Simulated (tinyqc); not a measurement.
Gate voltage from the surface potential.

Inverse problem. At the source end, Vgs + Vsb - Vfb - psi = gamma sqrt(G), G = psi - Vt + Vt exp((psi - 2 phiF - Vsb)/Vt), and the voltage over the insulator is gamma sqrt(G). Find that voltage and Vgs.

Values chosen for this exercise:
- T = 400 K (temperature)
- Vfb = -0.95 V (flat-band voltage)
- Vsb = 2 V (source-body reverse bias)

Constants: q = 1.602176634e-19 C, kB = 1.380649e-23 J/K, Vt = kB T/q. Results are converted to the units shown.

psi = 2.7218068 V
phiF = 0.32581652 V
gamma = 0.90119055 V^0.5

Solution. In this direction the relation is explicit: no iteration is needed.

voltage over the insulator = 1.55 V
Vgs = 1.32 V

Computed by the program tinyqc: `OMP_NUM_THREADS=1 python tinyqc.py 2360073 2360074 out.jsonl`, one thread of a shared Intel Xeon 2.30GHz, about 0.06 s for the whole run.
